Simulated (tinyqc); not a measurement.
# Partial widths from the peak

Problem. A Breit-Wigner resonance has total width G = GL + GR and peak transmission Tp = 4 GL GR/G^2. GL is known to be the larger. Find GL, GR and the lifetime hbar/G.

Constants: q = 1.602176634e-19 C, hbar = 1.054571817e-34 J s. Results are converted to the units shown.

G = 41.271046 meV
Tp = 0.88068503

Solution. GL and GR have the sum G and the product Tp G^2/4, so they are (G/2)(1 +/- sqrt(1 - Tp)).

GL = 27.8 meV
GR = 13.5 meV
lifetime = 15.9 fs

Computed by the program tinyqc: `OMP_NUM_THREADS=1 python tinyqc.py 2600032 2600033 out.jsonl`, one thread of a shared Intel Xeon 2.30GHz, about 0.3 s for the whole run.
